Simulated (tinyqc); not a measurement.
## Thin-film resistivity, exact integral against the thick limit

Fuchs-Sondheimer for a film of thickness d, k = d/lam: rho0/rho = 1 - (3 (1 - ps)/(2 k)) int_1^infinity (t^-3 - t^-5)(1 - exp(-k t))/(1 - ps exp(-k t)) dt; thick limit rho/rho0 = 1 + 3 (1 - ps)/(8 k).

Inputs (values chosen for the exercise); metal values close to those of copper:
```
symbol  value     unit                               meaning
rho0     1.67  uohm cm                      bulk resistivity
lam      40.6       nm                   bulk mean free path
ps          0           specular share of surface scattering
```

Results:

| d (nm) | k | rho/rho0, exact | thick limit | error of the limit (%) | rho (uohm cm) |
|---|---|---|---|---|---|
| 2 | 0.04926 | 7.811 | 8.613 | 10.3 | 13.04 |
| 3.9 | 0.09606 | 4.911 | 4.904 | -0.150 | 8.202 |
| 7.6 | 0.1872 | 3.220 | 3.003 | -6.72 | 5.377 |
| 15 | 0.3695 | 2.214 | 2.015 | -8.98 | 3.697 |
| 29 | 0.7143 | 1.649 | 1.525 | -7.52 | 2.754 |
| 56 | 1.379 | 1.330 | 1.272 | -4.37 | 2.221 |
| 110 | 2.709 | 1.158 | 1.138 | -1.71 | 1.934 |
| 410 | 10.10 | 1.039 | 1.037 | -0.138 | 1.734 |

Estimate the missing row, d = 210 nm.

Computed row:

| d (nm) | k | rho/rho0, exact | thick limit | error of the limit (%) | rho (uohm cm) |
|---|---|---|---|---|---|
| 210 | 5.172 | 1.078 | 1.073 | -0.521 | 1.800 |

With this row back in the table: rho/rho0 falls from 7.81 to 1.04. The error of the thick limit goes from 10 through a minimum of -9.0 (at d = 15 nm among the rows listed) to -0.14 %; it stays within 5 % for k of 1.379 and above among the rows listed. The change of sign at small k is a crossing of two different laws, not agreement.

tinyqc, about 0.01 s, one thread, Intel Xeon 2.30GHz (shared host): `OMP_NUM_THREADS=1 python tinyqc.py 2100078 2100079 out.jsonl`
